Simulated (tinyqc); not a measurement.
Worked calculation: harmonic frequencies on the RHF/sto-6g surface (energies and gradients from PySCF), for BeH+, spin multiplicity 1. One step of it, computed by the program tinyqc.

Problem. One row of the Hessian: 1Bez. Displace 1Bez by +/-0.005 bohr; H(k, :) = (g(+) - g(-)) / (2 delta).

optimised positions (bohr):
```
            x         y          z
1Be  0.000000  0.000000  -0.062535
2H   0.000000  0.000000   2.422803
```

gradient at +delta (hartree/bohr):
```
              x           y            z
1Be  0.00000000  0.00000000   0.00110974
2H   0.00000000  0.00000000  -0.00110974
```

gradient at -delta (hartree/bohr):
```
              x           y            z
1Be  0.00000000  0.00000000  -0.00107480
2H   0.00000000  0.00000000   0.00107480
```

Give: row of the Hessian.

Solution.

row of the Hessian (hartree/bohr^2): 1Bex 0.000000, 1Bey 0.000000, 1Bez 0.218454, 2Hx 0.000000, 2Hy 0.000000, 2Hz -0.218454
